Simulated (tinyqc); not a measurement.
## Gate sheet resistance from two finger widths

Question. At low frequency R = Rsh Wf/(3 L) + B/Wf, where B collects the channel and vertical terms. Find Rsh, B and the width of lowest R.

Values chosen for this exercise: channel length L = 0.84 um.

input resistance of single fingers, contacted at one end, of width 0.51 and 6.3 um (ohm): [550.39580, 61.444444]

Answer. R Wf is a straight line in Wf^2; the minimum of R lies where both terms are equal.

Rsh = 6.80 ohm/square
B = 280 ohm um
width of lowest R = 10.2 um

Program tinyqc, `OMP_NUM_THREADS=1 python tinyqc.py 2262020 2262021 out.jsonl`; Intel Xeon 2.30GHz, shared host, one thread, about 0.01 s.
